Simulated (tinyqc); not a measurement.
From one set of inputs to another, one input at a time: donor or exciton in a quantum well (variational effective-mass method). Computed by tinyqc, a small Python program. Command: `OMP_NUM_THREADS=1 python tinyqc.py 3024504 3024505 out.jsonl welldonor ladder`. One thread of a shared host (Intel(R) Xeon(R) Processor @ 2.30GHz), about 0.3 s of CPU time with the checks.

H = -nabla^2 - 2/|r - r_i| + V(z) in effective units; trial function psi = f(z) exp(-|r - r_i|/lambda), f the ground state of the well. Mass and screening are the same in well and barrier; l = L/a* is the width in effective units. Bands are flat: no polarisation or applied field.

The inputs printed are set A. Set A is modelled on ZnSe; the values taken over come from a set modelled on ZnO. Inputs not listed in the table keep their values of set A, so the rows need not describe a real material.

Inputs (values chosen for the exercise, modelled on ZnSe):
```
quantity                              value  unit
electron mass m                       0.152   m_0
dielectric constant eps                8.87     -
well width L                              8    nm
donor position z_i/L from the centre      0     -
barrier height V_0                     0.49    eV
```

Centre: donor. Barriers: finite.

Constants: Ry = 13.605693123 eV; a_0 = 0.529177210903 angstrom.

Method:
- Ry* = Ry m/eps^2, a* = a_0 eps/m; l = L/a*.
- k solves k tan(k l/2) = sqrt(v - k^2), v = V_0/Ry*, 0 < k l/2 < pi/2 (bisection); f = cos(k z) inside and cos(k l/2) exp(-kappa (|z| - l/2)) outside, kappa = sqrt(v - k^2); subband energy k^2 Ry*.
- Binding E_b(lambda) = -1/lambda^2 + 4 A/(lambda B), with A = int f^2 exp(-2 s/lambda) dz, B = int f^2 exp(-2 s/lambda)(1 + 2 s/lambda) dz and s = |z - z_i|; 40 Gauss-Legendre points on each piece between the walls at z = -l/2 and l/2 and z_i, and out to 12/(kappa + 1/lambda) beyond the walls.
- Golden-section search for the maximum over lambda from 0.3 to 4, 40 steps.

Each row keeps all changes above it:
```
input moved               from     to  binding energy (meV)  binding in Ry*  subband energy (meV)
set A                        -      -                39.741          1.5119                27.736
well width L (nm)            8    4.3                47.365          1.8020                74.324
dielectric constant eps   8.87   8.43                51.482          1.7691                74.324
barrier height V_0 (eV)   0.49   0.29                49.828          1.7122                63.634
electron mass m (m_0)    0.152  0.265                73.583          1.4503                42.985
```

Binding energy goes from 39.7 to 73.6, a factor 1.85 in all. The largest single move comes from electron mass m (a factor 1.48). Binding in Ry* goes from 1.51 to 1.45, a factor 0.959 in all. The largest single move comes from well width L (a factor 1.19), but it runs against the net change; the largest move in the direction of the net change is electron mass m (a factor 0.847). Subband energy goes from 27.7 to 43.0, a factor 1.55 in all. The largest single move comes from well width L (a factor 2.68), and electron mass m works against it (a factor 0.676). The single moves hold for this order of the switches; the total does not depend on the order.

Extremes, crossings and ranges named in words are read from the listed rows.
